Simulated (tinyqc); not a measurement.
Implanted layer, carriers, mobility and sheet resistance with incomplete ionisation: effect of the peak chemical concentration.

A p-type layer from the surface x = 0 to the junction xj, N(x) = N0 exp(-(x - Rp)^2/(2 sg^2)). Local neutrality (no depletion at surface or junction, no spilling of carriers), intrinsic carriers neglected, Boltzmann statistics.

xj = Rp + sg sqrt(2 ln(N0/Nb)). Active dopant A = min(N, Ns); p solves p (p + Nb)/(A - Nb - p) = K, K = (NB/gd) exp(-E/Vt), E = max(Ei - ks A^(1/3), 0), so p = 2 K (A - Nb)/[Nb + K + sqrt((Nb + K)^2 + 4 K (A - Nb))]; mobility mu = m1 + (m2 (T/300 K)^(-bt) - m1)/(1 + ((A + Nb)/Nr)^am). Dose = integral of N, carrier sheet density = integral of p, 1/Rs = q integral of p mu, mean mobility 1/(q Rs sheet density), Hall mobility (unit Hall factor) = integral of p mu^2 over integral of p mu, Hall sheet density = (integral of p mu)^2/integral of p mu^2; all from 0 to xj. Integrals on 4000 steps.

Inputs (values chosen for the exercise); values close to those of boron in silicon over an n-type background: temperature T = 250 K; background doping of the opposite type Nb = 3e16 cm^-3; mobility limit at high doping m1 = 43.9 cm^2/(V s); mobility limit at low doping, at 300 K m2 = 485 cm^2/(V s); reference doping of the mobility law Nr = 2.25e17 cm^-3; exponent of the mobility law am = 0.701; temperature exponent of m2 bt = 1.9; solubility limit of active dopant Ns = 2.07e20 cm^-3; valence-band density of states at T NB = 2.03e19 cm^-3; ionisation energy in the dilute limit Ei = 0.0439 eV; degeneracy factor of the level gd = 4; lowering of Ei per N^(1/3) ks = 6.7e-9 eV cm; straggle after annealing sg = 44 nm; projected range Rp = 26 nm.

Constants: q = 1.602176634e-19 C, kB = 1.380649e-23 J/K, Vt = kB T/q. Results are converted to the units shown.

Results:
```
N0 (cm^-3)	xj (nm)	dose (cm^-2)	carriers (cm^-2)	Rs (ohm/square)	mean mobility (cm^2/(V s))	Rs xj (ohm nm)	Hall/true sheet density
3e17	120.4	2.339e12	1.584e12	1.136e4	346.8	1.368e6	0.9904
4e17	126.1	3.138e12	2.115e12	9198	320.8	1.160e6	0.9855
5.3e17	131.4	4.176e12	2.761e12	7654	295.3	1.006e6	0.9793
7.1e17	136.7	5.613e12	3.590e12	6451	269.5	8.818e5	0.9712
1.3e18	146.8	1.032e13	5.961e12	4765	219.7	6.995e5	0.9488
1.7e18	151.0	1.351e13	7.373e12	4236	199.8	6.397e5	0.9367
2.2e18	155.0	1.749e13	8.994e12	3809	182.2	5.903e5	0.9243
3e18	159.5	2.387e13	1.135e13	3375	162.9	5.384e5	0.9086
```

Estimate the missing row, N0 = 9.5e17 cm^-3.

Computed row:
```
N0 (cm^-3)	xj (nm)	dose (cm^-2)	carriers (cm^-2)	Rs (ohm/square)	mean mobility (cm^2/(V s))	Rs xj (ohm nm)	Hall/true sheet density
9.5e17	141.7	7.527e12	4.607e12	5534	244.8	7.840e5	0.9613
```

With this row back in the table: As N0 goes from 3e17 to 3e18, xj rises from 120 to 160 nm, Rs falls from 11400 to 3380 ohm/square, the mean mobility falls from 347 to 163 cm^2/(V s) and the share of the dose that conducts falls from 67.7 to 47.6 %. Rs goes as dose^(-0.72) at the low end and dose^(-0.39) at the high end; constant mobility and activation would give -1.

Numbers from tinyqc (`OMP_NUM_THREADS=1 python tinyqc.py 2110001 2110002 out.jsonl`; about 0.01 s on one thread of a shared Intel Xeon 2.30GHz).
